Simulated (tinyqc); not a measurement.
Inside a calculation. Model: on-chip power grid, static voltage drop by conjugate gradients.

Computed by the program tinyqc: `OMP_NUM_THREADS=1 python tinyqc.py 2770191 2770192 out.jsonl`, one thread of a shared Intel Xeon 2.30GHz, about 0.08 s for the whole run. Printed values are rounded.

A grid of 3 rows and 3 columns, node k = 3 row + column. Neighbours in a row are joined by Rx, in a column by Ry; pad nodes, which reach the supply through Rp: 0. Each node draws I0, node 2 draws kh I0. The drops u = Vdd - V solve G u = i, with G the conductance matrix (1/Rp added on the diagonal at pad nodes).

Inputs (values chosen for the exercise): supply voltage Vdd = 1 V; resistance of a horizontal segment Rx = 0.16 ohm; resistance of a vertical segment Ry = 0.2 ohm; resistance from a pad node to the supply Rp = 0.56 ohm; load current of an ordinary node I0 = 1.6 mA; factor on the load at the hot node kh = 5.

## Diagonal of G, loads and first direction

G_kk = sum of the conductances at node k. Start u = 0, so the residual is r = i; p = r.

G_kk (S):
```
,col 0,col 1,col 2
row 0,13.0357,17.5,11.25
row 1,16.25,22.5,16.25
row 2,11.25,17.5,11.25
```

r at the start (mA):
```
,col 0,col 1,col 2
row 0,1.6,1.6,8
row 1,1.6,1.6,1.6
row 2,1.6,1.6,1.6
```

p at the start (mA):
```
,col 0,col 1,col 2
row 0,1.6,1.6,8
row 1,1.6,1.6,1.6
row 2,1.6,1.6,1.6
```

## Iteration 1: conjugate-gradient step

u at the start (mV):
```
,col 0,col 1,col 2
row 0,0,0,0
row 1,0,0,0
row 2,0,0,0
```

q = G p; a = (r.r)/(p.q); u(new) = u + a p; r(new) = r - a q; b = (r.r)(new)/(r.r); p(new) = r(new) + b p.

q (mA S):
```
,col 0,col 1,col 2
row 0,2.8571,-40.0000,72.0000
row 1,0.0000,0.0000,-32.0000
row 2,0.0000,0.0000,0.0000
```

a = 0.181532 ohm

u after iteration 1 (mV):
```
,col 0,col 1,col 2
row 0,0.29045,0.29045,1.45226
row 1,0.29045,0.29045,0.29045
row 2,0.29045,0.29045,0.29045
```

r after iteration 1 (mA):
```
,col 0,col 1,col 2
row 0,1.08134,8.86130,-5.07033
row 1,1.60000,1.60000,7.40904
row 2,1.60000,1.60000,1.60000
```

b = 2.04893

p after iteration 1 (mA):
```
,col 0,col 1,col 2
row 0,4.3596,12.1396,11.3211
row 1,4.8783,4.8783,10.6873
row 2,4.8783,4.8783,4.8783
```

## Iteration 2: conjugate-gradient step

As before.

q (mA S):
```
,col 0,col 1,col 2
row 0,-43.4330,90.0465,-1.9463
row 1,2.5933,-72.6130,62.1826
row 2,0.0000,0.0000,-29.0452
```

a = 0.162829 ohm

u after iteration 2 (mV):
```
,col 0,col 1,col 2
row 0,1.00033,2.26713,3.29567
row 1,1.08478,1.08478,2.03066
row 2,1.08478,1.08478,1.08478
```

r after iteration 2 (mA):
```
,col 0,col 1,col 2
row 0,8.1535,-5.8009,-4.7534
row 1,1.1777,13.4235,-2.7161
row 2,1.6000,1.6000,6.3294
```

b = 2.06166

p after iteration 2 (mA):
```
,col 0,col 1,col 2
row 0,17.1416,19.2268,18.5869
row 1,11.2351,23.4809,19.3175
row 2,11.6574,11.6574,16.3868
```

## Iteration 3: conjugate-gradient step

As before.

q (mA S):
```
,col 0,col 1,col 2
row 0,47.109,-4.238,-7.652
row 1,-108.180,182.945,-7.714
row 2,2.111,-88.676,14.905
```

a = 0.129758 ohm

u after iteration 3 (mV):
```
,col 0,col 1,col 2
row 0,3.22458,4.76195,5.70746
row 1,2.54262,4.13160,4.53726
row 2,2.59741,2.59741,3.21109
```

r after iteration 3 (mA):
```
,col 0,col 1,col 2
row 0,2.0407,-5.2509,-3.7605
row 1,15.2149,-10.3150,-1.7151
row 2,1.3260,13.1064,4.3954
```

b = 1.62407

p after iteration 3 (mA):
```
,col 0,col 1,col 2
row 0,29.8798,25.9747,26.4260
row 1,33.4615,27.8196,29.6579
row 2,20.2584,32.0388,31.0086
```

## Course of the conjugate-gradient iteration

Stop when |r| is below 1e-9 mA.

Course of the iteration:
```
iteration,largest u (mV),|r| (mA)
1,1.45226,13.2
2,3.29567,18.9
3,5.70746,24.1
4,9.64662,24.4
5,13.5344,17.7
6,14.4434,4.17
7,14.5042,1.63
8,14.5191,0.639
9,14.5209,< 1e-11
```

Converged in 9 iterations for 9 unknowns; in exact arithmetic the method needs at most 9. The condition number of the matrix is 201. Gauss-Seidel sweeps in node order need 1024 to reach the same residual.

## Worst drop, pad currents and power lost

converged u (mV):
```
,col 0,col 1,col 2
row 0,11.6480,13.3996,14.5209
row 1,13.2985,13.8674,14.3225
row 2,13.9179,14.1575,14.3731
```

Pad current u/Rp; worst drop as a share of Vdd; power lost in the grid and pads sum_k i_k u_k; power delivered sum_k i_k (Vdd - u_k).

worst drop = 14.5209 mV
share of Vdd = 1.45209 %
pad currents (mA): node 0 20.8
power lost = 0.290542 mW
power delivered = 20.5095 mW

The pad currents add up to the total load, 20.80 mA. The worst drop is at node 2; the hot node is 2.
